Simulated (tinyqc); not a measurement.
What each input does: carrier statistics of a doped semiconductor with parabolic bands.

Eg(T) = Eg0 - al T^2/(T + be); m_de = Mv^(2/3) (ml mt^2)^(1/3); m_dh = (mhh^(3/2) + mlh^(3/2))^(2/3); Nc and Nv from N = 2 (m kB T/(4 pi c))^(3/2) with c = hbar^2/2m0, in 1/angstrom^3; times 1e24 for 1/cm^3.

Energies are counted from Ev, so Ec = Eg. n = Nc F_1/2((EF - Eg)/kT), p = Nv F_1/2(-EF/kT), ND+ = ND/(1 + 2 exp((EF - Eg + ED)/kT)), NA- = NA/(1 + 4 exp((EA - EF)/kT)); neutrality asks p + ND+ = n + NA-. F_j(eta) = (1/Gamma(j + 1)) integral_0^infinity x^j dx/(1 + exp(x - eta)), which tends to exp(eta) for eta << 0.

Constants: hbar^2/2m0 = 3.80998211 eV angstrom^2; kB = 8.617333262e-05 eV/K.

Values chosen for the exercise (near those of GaN; the results hold for these values, not for the real material): Eg0 = 3.547 eV (gap at 0 K); al = 0.000865 eV/K (Varshni alpha); be = 862 K (Varshni beta); ml = 0.195 m0 (longitudinal electron mass); mt = 0.195 m0 (transverse electron mass); Mv = 1 (equivalent valleys); mhh = 1.47 m0 (heavy-hole mass); mlh = 0.29 m0 (light-hole mass); ND = 2.1e+15 1/cm^3 (donors); NA = 2.9e+12 1/cm^3 (acceptors); ED = 0.0226 eV (donor level below Ec); EA = 0.189 eV (acceptor level above Ev); T = 350 K.

Neutrality solved anew for each case.

One parameter was then changed.

Results before and after:
```
case,EF (eV),n (1/cm^3),p (1/cm^3)
base,3.2433,2.09e+15,1.22e-27
changed,3.2433,2.09e+15,1.57e-27
```

Which of these changes was made? (a) mt = 0.234 m0; (b) ND = 1.05e+15 1/cm^3; (c) NA = 3.77e+12 1/cm^3; (d) mhh = 1.764 m0; (e) Eg0 = 3.597 eV; (f) T = 390 K; (g) ED = 0.0339 eV.

Answer: (d) mhh = 1.764 m0. Of the candidates, run in turn, only this one gives the changed row.

All candidates:
```
case,EF (eV),n (1/cm^3),p (1/cm^3)
base,3.2433,2.09e+15,1.22e-27
T = 390 K,3.1955,2.09e+15,3.67e-22
ND = 1.05e+15 1/cm^3,3.2224,1.05e+15,2.44e-27
NA = 3.77e+12 1/cm^3,3.2433,2.09e+15,1.22e-27
Eg0 = 3.597 eV,3.2933,2.09e+15,2.33e-28
mt = 0.234 m0,3.2378,2.09e+15,1.46e-27
mhh = 1.764 m0,3.2433,2.09e+15,1.57e-27
ED = 0.0339 eV,3.2432,2.09e+15,1.22e-27
```

(tinyqc, `OMP_NUM_THREADS=1 python tinyqc.py 1682799 1682800 out.jsonl`, Intel(R) Xeon(R) Processor @ 2.30GHz, 1 thread, shared host, about 0.01 s.)
